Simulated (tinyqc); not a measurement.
Current gain against temperature: heavy doping: gap narrowing, degeneracy and the minority density.

F_j(eta) = (1/Gamma(j + 1)) integral_0^infinity x^j dx/(1 + exp(x - eta)), which tends to exp(eta) for eta << 0.

Empirical narrowing (Slotboom form, constants chosen for the exercise; published fits of this form give the apparent narrowing, here it is taken as the true one): dEg = E0 [ln(N/N0) + sqrt(ln(N/N0)^2 + C)].

Majority: N = Nv F_1/2(eta), eta the distance of EF beyond the majority band edge in kT. Degeneracy factor gam = F_1/2(eta)/exp(eta). ni0^2 = Nc Nv exp(-Eg/kT); product n p = ni0^2 gam exp(dEg/kT), dEg the true narrowing; apparent narrowing dEa = dEg + kT ln gam; minority density = n p/N.

Bipolar transistor with N as emitter doping: beta = K (N/NB) exp((dEa_B + dG - dEa_E)/kT), dEa_E = dEg(N) + kT ln gam, dEa_B = dEg(NB). For the sweep in T, Nv is scaled as (T/T0)^(3/2) from its value at T0 = T.

Constants: kB = 8.617333262e-05 eV/K.

Values chosen for the exercise (gap and densities of states near those of Si at this temperature; narrowing constants near the fits for Si; not measured data): Eg = 1.125 eV (gap); Nc = 2.74e+19 1/cm^3 (conduction-band density of states); Nv = 1.14e+19 1/cm^3 (valence-band density of states); T = 300 K; E0 = 6.6 meV (narrowing scale); N0 = 1.1e+17 1/cm^3 (onset density); C = 0.5 (smoothing constant); N = 1.8e+19 1/cm^3 (ionised acceptors, equal to the majority density); NB = 5e+16 1/cm^3 (base doping); K = 1.8 (ratio (D_B W_E)/(D_E W_B)); dG = 80 meV (extra narrowing of the base by alloying).

Gain:
```
T (K),beta,beta with dG = 0,without narrowing
150,8.62e+03,17.7,648
200,3.96e+03,38.2,648
250,2.55e+03,62.3,648
300,1.94e+03,87.7,648
350,1.60e+03,113,648
400,1.40e+03,137,648
450,1.26e+03,160,648
```

dEa_B + dG - dEa_E at T0 = 28.3 meV

beta is 8.62e+03 at 150 K and 1.26e+03 at 450 K, since the net exponent is positive: the gap is narrower in the base. At 300 K narrowing and degeneracy change the gain by a factor 0.135 and alloying the base by 22.1.

Program tinyqc; command `OMP_NUM_THREADS=1 python tinyqc.py 1680013 1680014 out.jsonl`; about 0.01 s on one thread of a shared Intel(R) Xeon(R) Processor @ 2.30GHz.
